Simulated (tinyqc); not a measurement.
Permeation of metal atoms or ions through a thin barrier or dielectric: time lag, field-aided drift and lifetime: one step, computed by the program tinyqc.

The film 0 < x < d is empty at first; C = C0 at x = 0 and C = 0 at x = d. dC/dt = D d2C/dx2 - v dC/dx with drift v = D z e V/(k_B T d) (uniform field, no space charge).

Task: Time to the critical dose. Steady flux J = (D C0/d) P/(1 - exp(-P)); time lag in units of d^2/D: s_L = [P (1 + exp(-P))/(1 - exp(-P)) - 2]/P^2 (P = 0: J = D C0/d, s_L = 1/6). Dose through the film Q(s) = C0 d {f (s - s_L) - 2 exp(P/2) sum_(n=1..200) (-1)^n n^2 pi^2 exp(-l_n s)/l_n^2}, l_n = n^2 pi^2 + P^2/4, f = P/(1 - exp(-P)) the relative flux. Temperatures in kelvin are T(C) + 273.15. Solve Q = Q_c for s. At the use temperature D and P take T_u, with the same C0 and V; 1 year = 3.15576e7 s.

Inputs (values chosen for the exercise, for a model case: singly charged ions through a dielectric):

| quantity | value | unit |
|---|---|---|
| thickness d | 31 | nm |
| prefactor D0 | 2.8e-06 | cm^2/s |
| activation energy E | 0.713 | eV |
| concentration at the source side C0 | 1.6e+14 | 1/cm^3 |
| charge number z | 1 | - |
| voltage V (positive drives ions across) | 0.13 | V |
| critical dose Q_c | 3e+09 | 1/cm^2 |
| test temperature T | 200 | C |
| use temperature T_u | 85 | C |

Peclet number P = 3.188391

time scale d^2/D = 134.9325 s

Constants: k_B = 8.617333262e-05 eV/K.

Give: s at the critical dose; failure time at T; failure time at T_u.

Result:

s at the critical dose = 1.9627

failure time at T = 264.83 s

failure time at T_u = 0.0018152 years

Caution: grain boundaries, pinholes, trapping and space charge are left out; thin real barriers usually fail at defects.
